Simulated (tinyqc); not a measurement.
Chemical vapour deposition: Grove model, boundary layer, depletion and step coverage: one step, computed by the program tinyqc. Command: `OMP_NUM_THREADS=1 python tinyqc.py 3011115 3011116 out.jsonl cvd walk`. One thread of a shared host (Intel(R) Xeon(R) Processor @ 2.30GHz), about 0.01 s of CPU time with the checks.

A precursor diffuses to the surface and reacts there at first order; each molecule that reacts adds one formula unit of film.

Problem. Depletion along the susceptor. Plug flow: U b dC/dx = -k_eff C with k_eff = k_s h_g/(k_s + h_g), so C falls as exp(-k_eff x/(U b)); the used share of the precursor is 1 - C(L)/C(0).

Inputs (values chosen for the exercise, close to those used for polysilicon from silane):

| quantity | value | unit |
|---|---|---|
| temperature T | 670 | C |
| gas velocity U | 31 | cm/s |
| susceptor length L | 42 | cm |
| channel height b | 8.4 | cm |

Reactor: horizontal, reduced pressure.

surface rate constant k_s = 14.76376 cm/s

mass-transfer coefficient h_g = 6.447739 cm/s

growth rate G at the inlet = 50.61681 nm/min

Give: k_eff; depletion length; rate at the outlet over rate at the inlet; rate at the outlet.

Solution.

k_eff = 4.488 cm/s

depletion length = 58.02 cm

rate at the outlet over rate at the inlet = 0.4849

rate at the outlet = 24.54 nm/min

51.5 % of the precursor is used. Caution: the boundary layer is capped at b/2, so U, L and nu no longer affect h_g.
